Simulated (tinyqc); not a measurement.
# Tunnelling through a two-layer gate stack, WKB transmission and Tsu-Esaki current: what changes with what

Electrons leave the emitter at x = 0. Energies E (motion across the layers) are in eV from the emitter Fermi level; the collector Fermi level lies at -V and offers states at every E. No charge in the dielectric and no image force: F1 = V/(t1 + t2 eps1/eps2), F2 = F1 eps1/eps2; U = phi1 - F1 x in layer 1 and phi2 - F1 t1 - F2 (x - t1) in layer 2. With C = hbar^2/(2 m0), kappa = sqrt(m (U - E)/C) where U > E and 0 elsewhere; T(E) = exp(-S), S = 2 times the integral of kappa over x.

Values chosen for this exercise; layer 1 close to aluminium oxide, layer 2 close to zirconium oxide:
- T = 300 K (temperature)
- Ef = 3.3 eV (Fermi energy of the emitter above its band bottom)
- me = 1 m0 (emitter mass in the supply function)
- phi1 = 2.57 eV (barrier of layer 1 above the emitter Fermi level at zero bias)
- m1 = 0.39 m0 (tunnelling mass of layer 1)
- t1 = 0.7 nm (thickness of layer 1)
- eps1 = 8.88 (relative permittivity of layer 1)
- phi2 = 1.41 eV (barrier of layer 2 at zero bias)
- m2 = 0.26 m0 (tunnelling mass of layer 2)
- t2 = 2.9 nm (thickness of layer 2)
- eps2 = 26 (relative permittivity of layer 2)
- V = 0.6 V (voltage across the dielectric)

Constants: q = 1.602176634e-19 C, kB = 1.380649e-23 J/K, hbar = 1.054571817e-34 J s, m0 = 9.1093837015e-31 kg, Vt = kB T/q, hbar^2/(2 m0) = 0.0380998212 eV nm^2. Results are converted to the units shown.

Each table varies one quantity; the others keep the values above.

## Effect of the thickness t1 at fixed voltage

Each layer adds (2/F) sqrt(m/C) [G(u at its left edge) - G(u at its right edge)] to S, with u = U - E (0 where negative) and G(u) = (2/3) u^1.5. J = J0 times the integral of T(E) N(E) dE, N = ln[(1 + exp(-E/Vt))/(1 + exp((-E - V)/Vt))], J0 = q^2 me m0 kB T/(2 pi^2 hbar^3) (times 1e-4 for A/cm^2 per eV), from E = -Ef to far above the barrier (T = 1 there), by quadrature converged to the digits shown.

Result of one run:
```
t1 (nm)  S at E = 0  T(E = 0)  J (A/cm^2)  mean E of the current (eV)
0.53          20.49  1.259e-9      0.3357                     -0.2399
```

What becomes of these results when the thickness of layer 1 t1 is changed from 0.53 to 1.04 nm, all else the same?

Result of the changed run:
```
t1 (nm)  S at E = 0   T(E = 0)  J (A/cm^2)  mean E of the current (eV)
1.04          25.15  1.201e-11    0.002476                     -0.2028
```

The whole series:
```
t1 (nm)  S at E = 0   T(E = 0)  J (A/cm^2)  mean E of the current (eV)
0.4           19.34   4.006e-9       1.152                     -0.2513
0.53          20.49   1.259e-9      0.3357                     -0.2399
0.66          21.66  3.901e-10     0.09691                     -0.2294
0.79          22.85  1.196e-10     0.02778                     -0.2197
0.91          23.95  3.981e-11    0.008722                     -0.2113
1.04          25.15  1.201e-11    0.002476                     -0.2028
1.17          26.35  3.601e-12    7.009e-4                     -0.1947
1.3           27.56  1.074e-12    1.979e-4                     -0.1872
```

J falls from 1.15 to 1.98e-4 A/cm^2: 4.12 decades a nanometre between the first two rows and 4.23 between the last two. The exponent S alone gives dS/dt/ln 10 = 3.87 and 4.04. In 4 of the 8 rows a layer is thinner than 0.8 nm, a few atomic planes, where an effective mass is a rough description.

## Current against voltage

Same model as above.

Current against voltage:
```
V (V)  S at E = 0   T(E = 0)  J (A/cm^2)  mean E of the current (eV)
0.2         24.19  3.133e-11    0.007134                     -0.1946
0.49        22.65  1.455e-10     0.03690                     -0.2273
0.77        21.01  7.514e-10      0.1671                     -0.2179
1.06        19.06   5.275e-9      0.9512                     -0.1923
1.35        16.61   6.103e-8       7.866                     -0.1483
1.64        13.25   1.758e-6       156.5                    -0.09672
1.92        10.92   1.804e-5        2104                     -0.1188
2.21        9.213   9.974e-5     1.591e4                     -0.1510
2.5         7.982   3.416e-4     7.466e4                     -0.1846
```

What does the table show?

J rises from 0.00713 to 74700 A/cm^2, by 2.46 decades a volt between the first two rows and 2.31 between the last two. From V = 1.64 V on (among the rows) a band edge falls below the emitter Fermi level, so electrons at E = 0 no longer cross the full thickness. In 3 of the 9 rows the field exceeds 10 MV/cm (up to 14.8), more than most dielectrics sustain; the model ignores breakdown. In every row a layer is thinner than 0.8 nm, a few atomic planes, where an effective mass is a rough description.

Computed by the program tinyqc: `OMP_NUM_THREADS=1 python tinyqc.py 2540166 2540167 out.jsonl`, one thread of a shared Intel Xeon 2.30GHz, about 0.06 s for the whole run.
